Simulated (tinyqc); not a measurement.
Thin-film optics by transfer matrices, step by step. Values are carried at full precision from step to step, so a last printed digit may differ when a step is redone from the rounded ones.

Indices N = n + i k. Snell: N0 sin(theta) = N_j sin(theta_j), with Im(N_j cos theta_j) >= 0. Admittance y_j = N_j cos theta_j for s and N_j/cos theta_j for p. Phase delta_j = 2 pi N_j cos theta_j d_j/lambda. Layer matrix [[cos delta, -i sin delta/y], [-i y sin delta, cos delta]], multiplied from the top down to M. (B, C) = M (1, y_sub); r = (y0 B - C)/(y0 B + C), R = |r|^2, T = 4 Re y0 Re y_sub/|y0 B + C|^2, absorbed in the films 1 - R - T.

Parameters, chosen for this exercise (indices near those of resist, SiO2 on Al; shifted at random, so the results belong to these values and not to a real crystal):
- lam = 365 nm (vacuum wavelength)
- n0 = 1 (ambient index)
- n = (1.67, 1.47, 0.416) (n of resist, SiO2, substrate)
- k = (0.026, 0, 4.528) (k in the same order)
- d = (484, 238) nm (thicknesses, top first)
- theta = 65 degrees (angle of incidence)
- pol = s (polarisation)

## Angles, admittances and phases

Form cos theta_j, y_j and delta_j.

cos theta_j: ambient 0.4226, film 1 0.8401+0.0055i, film 2 0.7873, substrate 1.0194+0.0036i

y_j: ambient 0.4226, film 1 1.4028+0.0310i, film 2 1.1574, substrate 0.4080+4.6171i

delta_j (rad): film 1 11.6875+0.2579i, film 2 4.7417

## Layer matrices and their product

Form each matrix and multiply from the top down.

matrix of film 1:
```
                1               2
1  0.6594+0.2008i  0.1311+0.5644i
2  0.2087+1.1214i  0.6594+0.2008i
```

matrix of film 2:
```
         1        2
1   0.0293  0.8637i
2  1.1569i   0.0293
```

M:
```
                 1                2
1  -0.6336+0.1575i  -0.1696+0.5860i
2  -0.2262+0.7957i  -0.9492+0.1862i
```

Each matrix has determinant 1, and so has M.

## Reflection and transmission

Close the stack on the substrate.

B, C: -3.4084-0.3863i  -1.4730-3.5109i

r = -0.5637-0.4381i
R = 0.5097
T into the substrate = 0.0314
absorbed in the films = 0.4589

The bare substrate would reflect 0.9687.

## Ellipsometric angles

Ellipsometry: rho = tan(Psi) exp(i Delta) = -conj(r_p/r_s) with the r of the admittance formula, Delta in 0 to 360 degrees, so that a bare dielectric at small angles gives Delta = 180.

Repeat the steps for both polarisations.

r_s = -0.5637-0.4381i
r_p = 0.4194-0.4353i
Psi = 40.25 degrees
Delta = 83.92 degrees

## Checks

- R against the recursion of Airy sums from the substrate up: both 0.50972.

(tinyqc, `OMP_NUM_THREADS=1 python tinyqc.py 1650119 1650120 out.jsonl`, Intel(R) Xeon(R) Processor @ 2.30GHz, 1 thread, shared host, about 0.01 s.)
